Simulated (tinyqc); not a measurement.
Capacitance measurement on a leaky thin oxide: effects of series resistance and leakage: one step of the calculation.

The device is a capacitance C in parallel with a leakage conductance G, in series with Rs and Ls. An impedance meter reports either a parallel pair (Cp, Gp) from Y = 1/Z = Gp + i w Cp or a series pair (Cs, Rm) from Z = Rm + 1/(i w Cs); w = 2 pi f, dissipation D = Gp/(w |Cp|).

Question. True capacitance and conductance. EOT = 3.9 tox/eox; CET = EOT + zc + zp; C = 3.9 eps0 A/CET; G = Jg A/Vs.

Parameters, values chosen for the exercise; values of the order met in thin-oxide MOS capacitors: relative permittivity of the gate insulator (close to silicon dioxide) eox = 3.9; insulator thickness tox = 1 nm; gate area A = 2500 um^2; oxide-equivalent thickness added by the accumulation layer zc = 0.38 nm; oxide-equivalent thickness added by gate depletion zp = 0 nm; gate leakage current density, not matched to the thickness Jg = 0.01 A/cm^2; voltage for an e-fold rise of the leakage Vs = 0.26 V.

Constants: eps0 = 8.8541878128e-14 F/cm where lengths are in cm. Results are converted to the units shown.

Find: EOT; CET; C; G.

Answer.

EOT = 1.000 nm
CET = 1.380 nm
C = 62.56 pF
G = 0.9615 uS

Computed by the program tinyqc: `OMP_NUM_THREADS=1 python tinyqc.py 2022053 2022054 out.jsonl`, one thread of a shared Intel Xeon 2.30GHz, about 0.01 s for the whole run.
